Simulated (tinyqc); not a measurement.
# Transfer-length model of a contact, step by step

Computed by the program tinyqc: `OMP_NUM_THREADS=1 python tinyqc.py 2760011 2760012 out.jsonl`, one thread of a shared Intel Xeon 2.30GHz, about 0.01 s for the whole run. Printed values are rounded.

A metal contact of length d and width W on a thin layer of the same width. The metal has no resistance, the sheet resistance under it equals Rsh, and current enters the layer at the front edge x = 0.

Values chosen for this exercise:
```
symbol,value,unit,meaning
d,0.12,um,contact length
W,1.4,um,contact width
```

## Straight-line fit

```
gap	L (um)	R_T (ohm)
1	0.46	714.3
2	0.66	814.48
3	0.93	983.53
4	1.3	1187.5
5	1.9	1571.8
```

Pairs of such contacts at gaps L have R_T = Rsh L/W + 2 Rc. The values of R_T were made from Rsh and rc with a random scatter of 1 % and are treated as data. Least squares: slope = sum (L - mean L)(R_T - mean R_T)/sum (L - mean L)^2, intercept = mean R_T - slope mean L. Rsh = slope W, Rc = intercept/2, and A = Rc/slope is half the distance from the origin to the zero of the line.

slope = 596.951 ohm/um
intercept = 427.524 ohm
Rsh = 835.731 ohm/sq
Rc = 213.762 ohm
A = 0.358090 um

## Iteration 1: transfer length

Lt at the start = 0.358090 um

A = Lt coth(d/Lt) is solved for Lt, starting from Lt = A. Lt(new) = A tanh(d/Lt).

Lt after iteration 1 = 0.115701 um

## Iteration 2: transfer length

As before.

Lt after iteration 2 = 0.278151 um

## Course of the iteration

Stop when Lt changes by less than 1e-9 of itself, or after 40 iterations.

Course of the iteration:
```
iteration	Lt (um)	relative change
1	0.115701	0.677
2	0.278151	1.40
3	0.145566	0.477
4	0.242584	0.666
5	0.163976	0.324
6	0.223510	0.363
7	0.175689	0.214
8	0.212520	0.210
9	0.183135	0.138
...	...	...
32	0.195723	6.07e-4
33	0.195629	4.77e-4
34	0.195703	3.76e-4
35	0.195645	2.96e-4
36	0.195691	2.33e-4
37	0.195655	1.83e-4
38	0.195683	1.44e-4
39	0.195661	1.14e-4
40	0.195678	8.95e-5
```

Not converged within 40 iterations: the values swing above and below the root and close in slowly. The plain step multiplies the error by -2x/sinh(2x) = -0.79 with x = d/Lt = 0.61, which nears -1 for a contact short against Lt. A rerun with Newton steps converges in 5 iterations, to 0.19567 um.
